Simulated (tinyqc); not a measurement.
Force balance against energy balance: elastic strain and critical thickness of a cubic alloy layer A(1-x)B(x) on a thick substrate. Computed by tinyqc, a small Python program. Command: `OMP_NUM_THREADS=1 python tinyqc.py 3010317 3010318 out.jsonl misfit walk`. One thread of a shared host (Intel(R) Xeon(R) Processor @ 2.30GHz), about 0.01 s of CPU time with the checks.

Strain is positive in tension. The layer is coherent with the substrate unless said otherwise.

Inputs (values chosen for the exercise, modelled on GaAs(1-x)P(x) on GaAs): fraction x of B = 0.63; lattice constant a_A = 5.653 angstrom; lattice constant a_B = 5.451 angstrom; substrate lattice constant a_S = 5.653 angstrom.

Growth plane: (001). Layer: uncapped. Misfit dislocation: edge.

C11, C12, C44 of A (GPa): [116.4, 52.79, 58.47]

C11, C12, C44 of B (GPa): [143.2, 61.51, 69.72]

Method:
- a = (1 - x) a_A + x a_B, the same rule for each C_ij; misfit f = (a_S - a)/a, the in-plane strain of the coherent layer.
- Voigt averages: G = (C11 - C12 + 3 C44)/5, B = (C11 + 2 C12)/3, nu = (3 B - 2 G)/(2 (3 B + G)); b = a/sqrt(2). Edge dislocation with b in the interface: cos alpha = 0, cos lambda = 1.
- Matthews-Blakeslee: h_c = A [ln(h_c/b) + 1], A = b (1 - nu cos^2 alpha)/(8 pi |f| (1 + nu) cos lambda), the factor 8 pi being that of an uncapped layer.
- People-Bean: h_c = P ln(h_c/b), P = (1 - nu)/(1 + nu) b^2/(16 pi sqrt(2) a f^2). The misfit is scaled by 0.25, 0.4, 0.6, 1, 1.5, 2.2 at fixed a, b and nu; the upper root is taken, and rows with A < 1.3 b or P < 3 b, where the roots shrink to the core size or vanish, are left out.

misfit f = 0.0230304

prefactor A = 0.547899 nm

Poisson ratio nu = 0.232065

Burgers vector b = 0.390729 nm

free lattice constant a = 5.52574 angstrom

Critical thickness:
```
|f| (%)  Matthews-Blakeslee (nm)  People-Bean (nm)   ratio
0.5758                    9.0878            526.61  57.947
0.9212                    4.8078            174.11  36.215
1.3818                    2.6671             64.85  24.316
2.3030                    1.1295             17.32  15.331
```

The exponents d ln h_c/d ln f are -1.35 and -2.35 between the first rows, steeper than the -1 and -2 of the prefactors because of the logarithm. The ratio falls from 57.9 to 15.3 as the misfit grows. Where People-Bean lies above, a layer between the lines is metastable: dislocations would lower the energy but have to be nucleated. Above about 2 % misfit islands may come first.
